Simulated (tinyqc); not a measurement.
# Worked calculation: thin film between two gates, subbands and threshold shift from confinement

Computed by the program tinyqc: `OMP_NUM_THREADS=1 python tinyqc.py 2350124 2350125 out.jsonl`, one thread of a shared Intel Xeon 2.30GHz, about 0.06 s for the whole run. Printed values are rounded.

Undoped body with a flat potential across it, hard walls, transport along x. Three valley pairs (g = 2 each) with the longitudinal mass along x, y or z. Non-parabolicity enters the subband edges through E (1 + al E) = gamma, so E = 2 gamma/(1 + sqrt(1 + 4 al gamma)); motion within a subband is taken as parabolic with the band-edge mass. Energies are counted from the bulk band edge.

Inputs (values chosen for the exercise); masses close to those of silicon:
- T = 300 K (temperature)
- ml = 0.916 m0 (longitudinal mass)
- mt = 0.189 m0 (transverse mass)
- al = 0.5 1/eV (non-parabolicity)
- t = 8.1 nm (film thickness (along z))
- dl = 0 nm (widening of the box by penetration into the insulator)

Constants: q = 1.602176634e-19 C, kB = 1.380649e-23 J/K, hbar = 1.054571817e-34 J s, m0 = 9.1093837015e-31 kg, Vt = kB T/q, hbar^2/(2 m0) = 0.0380998212 eV nm^2. Results are converted to the units shown.

## Lowest subbands

gamma = C (pi k/(t + dl))^2/mz, C = hbar^2/(2 m0). List the 6 lowest, labelled by valley axis and quantum numbers, with degeneracy g and N_k: N_k = g sqrt(mx my) m0 kB T/(pi hbar^2).

| subband | E_k (eV) | g | N_k (cm^-2) |
|---|---|---|---|
| z1 | 0.006237418 | 2 | 4.082095e12 |
| z2 | 0.02472190 | 2 | 4.082095e12 |
| x1 | 0.02987796 | 2 | 8.986694e12 |
| y1 | 0.02987796 | 2 | 8.986694e12 |
| z3 | 0.05480978 | 2 | 4.082095e12 |
| z4 | 0.09554546 | 2 | 4.082095e12 |

## Threshold shift

Each subband has N_k = g sqrt(mx my) m0 kB T/(pi hbar^2); without degeneracy n = exp(EF/Vt) sum N_k exp(-E_k/Vt). Classical value Nc times t, Nc = sum over valleys of 2 g (m m0 kB T/(2 pi hbar^2))^1.5 with m = (mx my mz)^(1/3). Threshold shift dVT = Vt ln(classical value/sum N_k exp(-E_k/Vt)). Use the subbands listed.

| subband | shares (%) |
|---|---|
| z1 | 29.08688 |
| z2 | 14.22891 |
| x1 | 25.66082 |
| y1 | 25.66082 |
| z3 | 4.44342 |
| z4 | 0.91915 |

sum N_k exp(-E_k/Vt) = 1.102559e13 cm^-2
Nc = 2.723534e19 cm^-3
classical value = 2.206063e13 cm^-2
dVT = 17.93031 mV

With all subbands dVT = 17.40 mV. The lowest edge lies at 6.24 meV; dVT is larger than that, since sum N_k exp(-(E_k - E_1)/Vt) falls short of the classical value.
